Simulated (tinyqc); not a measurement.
What each parameter does: three-band tight binding of a dichalcogenide monolayer.

Basis dz2, dxy, dx2-y2 on a triangular lattice, nearest neighbours; alpha = kx a/2, beta = sqrt3 ky a/2. h0 = e1 + 2 t0 (cos 2alpha + 2 cos alpha cos beta); h1 = -2 sqrt3 t2 sin alpha sin beta + 2i t1 (sin 2alpha + sin alpha cos beta); h2 = 2 t2 (cos 2alpha - cos alpha cos beta) + 2i sqrt3 t1 cos alpha sin beta; h11 = e2 + 2 t11 cos 2alpha + (t11 + 3 t22) cos alpha cos beta; h22 = e2 + 2 t22 cos 2alpha + (3 t11 + t22) cos alpha cos beta; h12 = sqrt3 (t22 - t11) sin alpha sin beta + 4i t12 sin alpha (cos alpha - cos beta) + i lam sz. H = [[h0, h1, h2], [., h11, h12], [., ., h22]], Hermitian; the lowest band of each spin is filled. K = (4 pi/3a, 0), M = (pi/a, pi/(sqrt3 a)).

Constants: hbar^2/2m0 = 3.80998211 eV angstrom^2.

Parameters, chosen for this exercise (near a published set for monolayer MoTe2; not measured data): a = 3.547 angstrom (lattice constant); e1 = 0.61 eV (level of dz2); e2 = 1.965 eV (level of dxy and dx2-y2); t0 = -0.172 eV (hopping); t1 = 0.229 eV (hopping); t2 = 0.381 eV (hopping); t11 = 0.204 eV (hopping); t12 = 0.237 eV (hopping); t22 = 0.256 eV (hopping); lam = 0.105 eV (spin-orbit constant).

Spin up: gap at K, Ev(K) - Ev(Gamma), and masses at K by central differences along kx with step 0.002 1/angstrom, c = hbar^2/2m0.

One parameter was then changed.

Results before and after:

| case | gap at K (eV) | K - Gamma (eV) | m_c (m0) | m_v (m0) |
|---|---|---|---|---|
| base | 0.9775 | 0.5705 | 0.491 | 0.703 |
| changed | 0.9325 | 0.6155 | 0.455 | 0.619 |

Which of these changes was made? (a) e2 = 1.935 eV; (b) t1 = 0.259 eV; (c) t0 = -0.202 eV; (d) e1 = 0.64 eV; (e) t11 = 0.174 eV; (f) t12 = 0.207 eV.

Answer: (e) t11 = 0.174 eV. Of the candidates, run in turn, only this one gives the changed row.

All candidates:

| case | gap at K (eV) | K - Gamma (eV) | m_c (m0) | m_v (m0) |
|---|---|---|---|---|
| base | 0.9775 | 0.5705 | 0.491 | 0.703 |
| t0 = -0.202 eV | 1.0675 | 0.7505 | 0.600 | 0.855 |
| t11 = 0.174 eV | 0.9325 | 0.6155 | 0.455 | 0.619 |
| t12 = 0.207 eV | 0.8216 | 0.7264 | 0.395 | 0.471 |
| e2 = 1.935 eV | 1.0075 | 0.5405 | 0.517 | 0.750 |
| e1 = 0.64 eV | 1.0075 | 0.5405 | 0.517 | 0.750 |
| t1 = 0.259 eV | 0.9775 | 0.5705 | 0.432 | 0.614 |

t1 couples dz2 to the other orbitals and vanishes at K and Gamma, so only the masses feel it.

(tinyqc, `OMP_NUM_THREADS=1 python tinyqc.py 1451349 1451350 out.jsonl`, Intel(R) Xeon(R) Processor @ 2.30GHz, 1 thread, shared host, about 0.02 s.)
